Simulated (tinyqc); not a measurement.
Six-band k.p model of the valence band of a wurtzite crystal: one step. Edges and polarisation under strain. Three cases, with inputs chosen for the exercise.

Question. Use Le and Te.

At k = 0: E1 = D1c + D2c + Te + Le (pure HH); E2, E3 = Le + u +/- sqrt(u^2 + 2 D3c^2), u = (D1c - D2c + Te)/2, D1c = Dcr, D2c = D3c = Dso/3. The weight of LH in state 2 is fL = (E2 - Le)^2/((E2 - Le)^2 + 2 D3c^2). Relative strengths of transitions to the conduction band: for E perpendicular to c (TE) 1/2, fL/2, (1 - fL)/2; for E along c (TM) 0, 1 - fL, fL, with one momentum element for both directions.

Case 1.

Values chosen (out of a larger set: of the order of those of hexagonal SiC; not measured data): Dcr = 0.0525 eV (crystal-field splitting); Dso = 0.0071 eV (spin-orbit splitting).

Le (strain shift of all three valence states) = -0.1066128 eV
Te (further shift of HH and LH) = 0.1133503 eV

Case 2.

Values chosen (out of a larger set: near those of AlGaN; not measured data): Dcr = -0.0387 eV (crystal-field splitting); Dso = 0.0173 eV (spin-orbit splitting).

Le (strain shift of all three valence states) = -0.1225850 eV
Te (further shift of HH and LH) = 0.0983201 eV

Case 3.

Values chosen (out of a larger set: near those of GaN; not measured data): Dcr = 0.0168 eV (crystal-field splitting); Dso = 0.0167 eV (spin-orbit splitting).

Le (strain shift of all three valence states) = -0.1775871 eV
Te (further shift of HH and LH) = 0.2000317 eV

Give: E1, E2, E3 under strain; fL; Relative strengths.

Answer.

Case 1.

E1, E2, E3 under strain (eV): 0.0616  0.0569  -0.1067

fL = 0.9996

Relative strengths:

| state | TE | TM |
|---|---|---|
| 1 | 0.500 | 0.000 |
| 2 | 0.500 | 0.000 |
| 3 | 0.000 | 1.000 |

The top is state 1 (HH), TE light alone; the next state lies 4.7 meV lower.

Case 2.

E1, E2, E3 under strain (eV): -0.0572  -0.0675  -0.1238

fL = 0.9785

Relative strengths:

| state | TE | TM |
|---|---|---|
| 1 | 0.500 | 0.000 |
| 2 | 0.489 | 0.021 |
| 3 | 0.011 | 0.979 |

The top is state 1 (HH), TE light alone; the next state lies 10.3 meV lower.

Case 3.

E1, E2, E3 under strain (eV): 0.0448  0.0340  -0.1779

fL = 0.9986

Relative strengths:

| state | TE | TM |
|---|---|---|
| 1 | 0.500 | 0.000 |
| 2 | 0.499 | 0.001 |
| 3 | 0.001 | 0.999 |

The top is state 1 (HH), TE light alone; the next state lies 10.8 meV lower.

Computed by tinyqc, one run a case: `OMP_NUM_THREADS=1 python tinyqc.py N N+1 out.jsonl` with N = 1080854, 1081008, 1081023; one thread of a shared Intel(R) Xeon(R) Processor @ 2.30GHz, about 0.01 s a run at most.
